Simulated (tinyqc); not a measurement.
Stress from a rosette of three resistors.

Question. In the (001) plane dR/R(0) = p11 sxx + p12 syy, dR/R(90) = p12 sxx + p11 syy and dR/R(45) = (p11 + p12)(sxx + syy)/2 + p44 sxy. Find the three stresses.

Values chosen for this exercise:
```
symbol,value,unit,meaning
p11,6.92,x 1e-11/Pa,piezoresistive coefficient
p12,-1.06,x 1e-11/Pa,piezoresistive coefficient
p44,146,x 1e-11/Pa,piezoresistive coefficient
```

dR/R at 0, 45 and 90 degrees (%): 0.78916000  1.9508100  1.0684600

Solution. The first and third give sxx and syy; the 45-degree value less their mean is p44 sxy.

sxx = 141 MPa
syy = 176 MPa
sxy = 7.00 MPa

Program tinyqc, `OMP_NUM_THREADS=1 python tinyqc.py 2530149 2530150 out.jsonl`; Intel Xeon 2.30GHz, shared host, one thread, about 0.01 s.
